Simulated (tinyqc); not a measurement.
## Reverse leakage of an n+-p junction: diffusion, generation, trap-assisted and band-to-band tunnelling: leakage components against the trap level above the intrinsic level

One-sided abrupt junction in the depletion approximation, x from the junction (0) to W on the p side, field F = F0 (1 - x/W). Flat quasi-Fermi levels, long p side. Traps generate through SRH with both lifetimes shortened by 1 + Gamma (Hurkx enhancement, form for moderate fields); band-to-band generation is local and needs a total bending above Eg.

ni = sqrt(Nc Nv) exp(-Eg/(2 Vt)), Eg in volts; Vbi = Vt ln(Na Nd/ni^2); W = sqrt(2 eps0 eps_r (Vbi + VR)/(q Na)); F0 = 2 (Vbi + VR)/W; FG = sqrt(24 mt m0 (kB T)^3)/(q hbar); J_diff = q ni^2 sqrt(Dn/tau)(1 - exp(-VR/Vt))/Na. u = (Vbi + VR)(1 - x/W)^2, p = Na exp(-u/Vt), n = Nd exp((u - Vbi - VR)/Vt); G0 = ni^2 (1 - exp(-VR/Vt))/(tau (n + p + 2 ni cosh(Et/Vt))); Gamma = 2 sqrt(3 pi)(F/FG) exp((F/FG)^2); trap-assisted part G0 Gamma; G_bb = Ab F^2.5 exp(-Bb/F) with F in V/cm, zero unless Vbi + VR > Eg, and counted as zero under 1 cm^-3 s^-1. Currents are q times the integrals over 0 to W; J_bb under 1e-8 of J is printed as 0; rows with F0/FG above 2.2, beyond the range of this Gamma, are left out.

Inputs (values chosen for the exercise); band and dielectric values close to those of silicon:

| symbol | value | unit | meaning |
|---|---|---|---|
| T | 300 | K | temperature |
| Eg | 1.11 | eV | band gap |
| eps_r | 11.8 |  | relative permittivity |
| Nc | 2.83e19 | cm^-3 | conduction-band density of states at T |
| Nv | 2.68e19 | cm^-3 | valence-band density of states at T |
| Na | 5.4e17 | cm^-3 | acceptor density of the lighter side |
| Nd | 1e20 | cm^-3 | donor density of the heavier side |
| tau | 3e-6 | s | SRH lifetime of both carriers at zero field |
| mt | 0.27 | m0 | tunnelling mass |
| Dn | 14 | cm^2/s | electron diffusion coefficient on the lighter side |
| Ab | 6.6e14 | cm^-0.5 V^-2.5 s^-1 | band-to-band prefactor |
| Bb | 1.87e7 | V/cm | band-to-band field constant |
| VR | 0.6 | V | reverse bias |

Constants: q = 1.602176634e-19 C, kB = 1.380649e-23 J/K, hbar = 1.054571817e-34 J s, m0 = 9.1093837015e-31 kg, Vt = kB T/q, eps0 = 8.8541878128e-14 F/cm where lengths are in cm. Results are converted to the units shown.

The same in every row: F0 (kV/cm) = 521; F0/FG = 1.36; J_diff (A/cm^2) = 1.10e-13; J_bb (A/cm^2) = 8.64e-13.

Leakage components against the trap level above the intrinsic level:
```
Et (eV)  J_SRH (A/cm^2)  J_TAT (A/cm^2)  J (A/cm^2)              largest part
-0.3           2.43e-14        3.09e-13    1.31e-12   band-to-band tunnelling
-0.2           9.26e-13        1.20e-11    1.39e-11  trap-assisted tunnelling
-0.1           3.44e-11        4.52e-10    4.88e-10  trap-assisted tunnelling
0              6.45e-10         8.50e-9     9.15e-9  trap-assisted tunnelling
0.1            3.44e-11        4.52e-10    4.88e-10  trap-assisted tunnelling
0.2            9.26e-13        1.20e-11    1.39e-11  trap-assisted tunnelling
0.3            2.43e-14        3.09e-13    1.31e-12   band-to-band tunnelling
```

What does the table show?

J goes from 1.31e-12 through a maximum of 9.15e-9 (at Et = 0 among the rows listed) to 1.31e-12 A/cm^2. Band-to-band tunnelling leads at Et = -0.3, trap-assisted tunnelling from -0.2, band-to-band tunnelling from 0.3 on.

Range of the model: The n+ side is degenerate, so Vbi from Boltzmann statistics is only a guide.

tinyqc, about 0.01 s, one thread, Intel Xeon 2.30GHz (shared host): `OMP_NUM_THREADS=1 python tinyqc.py 2290149 2290150 out.jsonl`
